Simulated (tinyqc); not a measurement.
Inside a calculation: two-dimensional electron gas with Rashba and Dresselhaus coupling. Values are carried at full precision from step to step, so a last printed digit may differ when a step is redone from the rounded ones.

H = c k^2/m + al (ky sx - kx sy) + b1 (kx sx - ky sy) + gam kx ky (kx sy - ky sx), s the Pauli matrices, x = [100], c = hbar^2/2m0, b1 = gam (pi/L)^2 (hard walls). H = c k^2/m + B.s, so E = c k^2/m -/+ |B| and the lower state has its spin along -B.

Constants: hbar^2/2m0 = 3.80998211 eV angstrom^2; hbar = 6.58211957e-16 eV s.

Parameters, chosen for this exercise (of the size met in InAs; shifted at random, so the results belong to these values and not to a real crystal):
- m = 0.0245 m0 (mass)
- al = 0.18 eV angstrom (Rashba constant)
- gam = 28.9 eV angstrom^3 (bulk Dresselhaus constant)
- L = 163 angstrom (width of the (001) well)
- n = 3.1 1e11/cm^2 (sheet density (one subband filled))
- phi = 45 degrees (angle of k from [100])

## Scales

b1; mean Fermi wave vector k0 = sqrt(2 pi n) (1e11/cm^2 = 1e-5/angstrom^2); E0 = c k0^2/m; b3 = gam k0^2/4; kR = al m/(2c) and ER = al kR/2, the shift and depth of a pure Rashba band.

b1 = 0.01074 eV angstrom
k0 = 0.013956 1/angstrom
E0 = 30.290 meV
b3 = 0.001407 eV angstrom
kR = 0.0005787 1/angstrom
ER = 0.05209 meV

The ratio al/(b1 - b3) is 19.30; kR is 4.1 % of k0.

## Spin-orbit field at one point of the Fermi circle

k = k0 (cos phi, sin phi). Form B, the splitting 2|B| and the direction of the lower spin, atan2(-By, -Bx).

Bx, By (meV): 1.8545  -1.8545

splitting = 5.2454 meV
direction of the lower spin = 135.0 degrees

## The matrix

H = [[E0, Bx - i By], [Bx + i By, E0]] in meV; diagonalise. Precession period h/(2|B|) = 2 pi hbar/(splitting).

H (meV):
```
                  up            down
up           30.2899  1.8545+1.8545i
down  1.8545-1.8545i         30.2899
```

levels (meV): 27.6673  32.9126

period = 0.788 ps

## The two wave vectors at the energy E0 along this direction

Solve c k^2/m -/+ |B(k)| = E0. The spin turns by (k_outer - k_inner) per length, so a half turn takes pi/(difference).

k (1/angstrom): outer 0.014573, inner 0.013364

difference = 0.001208 1/angstrom
length of a half turn = 260.0 nm

For linear terms alone the difference is (m/c)|B|/k, whatever the energy: every electron along this direction turns alike, the basis of the spin transistor. The cubic term makes it depend on density.

## Checks

- Difference of the Fermi wave vectors without Dresselhaus terms against al m/c: both 0.0011575.

(tinyqc, `OMP_NUM_THREADS=1 python tinyqc.py 1480502 1480503 out.jsonl`, Intel(R) Xeon(R) Processor @ 2.30GHz, 1 thread, shared host, about 0.01 s.)
